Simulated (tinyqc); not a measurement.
Plane-wave Kohn-Sham cycle with exchange-only LDA in a layered model solid, step by step. One step of it, computed by the program tinyqc.

Problem. Iteration 1: potential. V_H(G) = 4 pi rho(G)/G^2 for G != 0 (uniform background); v_x = -(3 rho/pi)^(1/3); V = V_ext + V_H + v_x; Fourier components f(G_m) = (1/N) sum_j f(x_j) exp(-i G_m x_j).

A solid whose potential varies along x alone (atomic units):
```
parameter                      value
period a                   11.600000
cross-section of the cell  26.000000
electrons per cell                 4
grid points                       16
plane waves -n..n, n               3
k points                           1
V1 in V1 cos(2 pi x/a)     -0.530000
```

density at the start, on the grid x_j = j a/N (e/bohr^3): 0.01326260  0.01326260  0.01326260  0.01326260  0.01326260  0.01326260  0.01326260  0.01326260  0.01326260  0.01326260  0.01326260  0.01326260  0.01326260  0.01326260  0.01326260  0.01326260

Give: Potentials on the grid; V(G_m), m = 0, 1, 2, ....

Solution.

Potentials on the grid (hartree):
```
x          V_ext     V_H      v_x        V
0.0000   -0.5300  0.0000  -0.2331  -0.7631
0.7250   -0.4897  0.0000  -0.2331  -0.7228
1.4500   -0.3748  0.0000  -0.2331  -0.6079
2.1750   -0.2028  0.0000  -0.2331  -0.4359
2.9000         0  0.0000  -0.2331  -0.2331
3.6250    0.2028  0.0000  -0.2331  -0.0303
4.3500    0.3748  0.0000  -0.2331   0.1417
5.0750    0.4897  0.0000  -0.2331   0.2566
5.8000    0.5300  0.0000  -0.2331   0.2969
6.5250    0.4897  0.0000  -0.2331   0.2566
7.2500    0.3748  0.0000  -0.2331   0.1417
7.9750    0.2028  0.0000  -0.2331  -0.0303
8.7000         0  0.0000  -0.2331  -0.2331
9.4250   -0.2028  0.0000  -0.2331  -0.4359
10.1500  -0.3748  0.0000  -0.2331  -0.6079
10.8750  -0.4897  0.0000  -0.2331  -0.7228
```

V(G_m), m = 0, 1, 2, ... (hartree): -0.2331  -0.2650  0.0000  0.0000  0.0000  0.0000  0.0000
